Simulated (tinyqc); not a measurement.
Comparisons within one model: configuration-coordinate model of carrier capture at a defect. A value that a table varies takes the place of the one given here.

Two parabolas of equal curvature k in one coordinate Q: with the carrier free at the band edge, U_f = k Q^2/2; with the carrier trapped, U_t = k (Q - dQ)^2/2 - ET. ER = k dQ^2/2, Huang-Rhys factor S = ER/hw, hw = 0.0646541 sqrt(k/M) eV for k in eV/angstrom^2 and M in u. The curves cross at a height Eb = (ER - ET)^2/(4 ER) above the free minimum.

Multiphonon factor for giving p = ET/hw phonons to the lattice: W = exp(-S (2 nb + 1)) ((nb + 1)/nb)^(p/2) I_p(x), nb = 1/(exp(hw/kT) - 1), x = 2 S sqrt(nb (nb + 1)), I_p the modified Bessel function. Classical limit: W = hw exp(-Eb/kT)/sqrt(4 pi ER kT). At T = 0: exp(-S) S^p/Gamma(p + 1).

Constants: kB = 8.617333262e-05 eV/K.

Parameters, chosen for this exercise (of the size met at a vacancy centre in SiC; not measured data):
- ET = 0.88 eV (thermal depth of the level below the band edge)
- ER = 0.35 eV (relaxation energy)
- hw = 0.055 eV (phonon energy of the mode)
- T = 300 K (temperature)

## Capture against temperature

The local activation energy is -d ln W/d(1/kT), by central differences with T changed by 1 %.

Against T:
```
T (K),kT/hw,log10 W,"log10 W, classical",activation energy (eV)
40,0.063,-3.225,-25.630,0.0000
60,0.094,-3.225,-17.291,0.0000
80,0.125,-3.224,-13.140,0.0001
120,0.188,-3.213,-9.015,0.0015
160,0.251,-3.180,-6.971,0.0058
220,0.345,-3.090,-5.317,0.0170
300,0.470,-2.934,-4.158,0.0366
400,0.627,-2.733,-3.378,0.0611
550,0.862,-2.475,-2.758,0.0903
```

log10 W at T = 0 = -3.225
Eb = 0.2006 eV

At 40 K log10 W is -3.23, against -3.23 at T = 0 and -25.6 classically; at 550 K the two forms differ by +0.28. The activation energy read from an Arrhenius plot goes from 0.000 eV at 40 K to 0.090 at 550 K, with its largest value 0.090 at 550 K, against Eb = 0.201 eV; the classical form itself gives Eb - kT/2. A measured slope therefore understates the barrier.

## Capture against depth of the level

ET is varied at fixed ER, hw and T, as by moving the band edge with alloying or pressure.

Against ET:
```
ET/ER,ET (eV),Eb (eV),log10 W,"log10 W, classical"
0.10,0.035,0.0709,-1.807,-1.978
0.25,0.087,0.0492,-1.469,-1.614
0.50,0.175,0.0219,-1.084,-1.155
0.75,0.263,0.0055,-0.889,-0.879
1.00,0.350,0.0000,-0.853,-0.788
1.25,0.438,0.0055,-0.951,-0.879
1.50,0.525,0.0219,-1.164,-1.155
2.00,0.700,0.0875,-1.875,-2.257
3.00,1.050,0.3500,-4.185,-6.667
```

Capture is fastest at ET/ER = 1 among these rows, where the barrier vanishes or nearly so. The classical form is symmetric about ET = ER; the quantum one gives -1.08 at 0.5 and -1.16 at 1.5, against -1.16 for both. At ET = 3 ER it lies 2.5 decades above the classical value: deep levels capture by emitting many phonons, and the rate falls with depth by 6.6 decades per eV between the last two rows. Rows deeper than the gap of the host are formal.

## Phonon side bands at T = 0

Weights exp(-S) S^j/j! of the line with j phonons, S = ER/hw; absorption at ET + j hw, emission at ET - j hw (a dash if negative).

Lines:
```
j,weight,absorption (eV),emission (eV)
0,0.00172,0.880,0.880
1,0.01097,0.935,0.825
2,0.03489,0.990,0.770
3,0.07401,1.045,0.715
4,0.11774,1.100,0.660
5,0.14985,1.155,0.605
6,0.15893,1.210,0.550
7,0.14448,1.265,0.495
8,0.11493,1.320,0.440
9,0.08126,1.375,0.385
10,0.05171,1.430,0.330
11,0.02992,1.485,0.275
12,0.01586,1.540,0.220
13,0.00777,1.595,0.165
```

The zero-phonon line holds 0.172 % of the band and the largest weight falls on j = 6, next to S = 6.36; the lines listed add to 0.9940.

## What each parameter does

Eb, log10 W and the full width 2.35482 sqrt(ER hw coth(hw/2kT)). Each row changes one parameter from the base and keeps the others.

Results:
```
case,Eb (eV),log10 W,full width (eV)
base,0.2006,-2.934,0.3683
ET = 0.92 eV,0.2321,-3.208,0.3683
ER = 0.4 eV,0.1440,-2.460,0.3937
hw = 0.066 eV,0.2006,-2.658,0.3869
T = 330 K,0.2006,-2.872,0.3779
```

The largest shifts from the base row, up to three for each result and ties (the steps differ in size, so this ranks the rows, not the parameters). Eb (eV): ER -0.0566, ET +0.0314; unchanged at the printed digits by hw and T. log10 W: ER +0.474, hw +0.276, ET -0.274. full width (eV): ER +0.0254, hw +0.0187, T +0.0097; unchanged at the printed digits by ET.

Computed by tinyqc, a small Python program: `OMP_NUM_THREADS=1 python tinyqc.py 1481578 1481579 out.jsonl` (the numbers bound the seed that draws the inputs); one thread of a shared host (Intel(R) Xeon(R) Processor @ 2.30GHz), about 0.01 s for the whole set of steps.
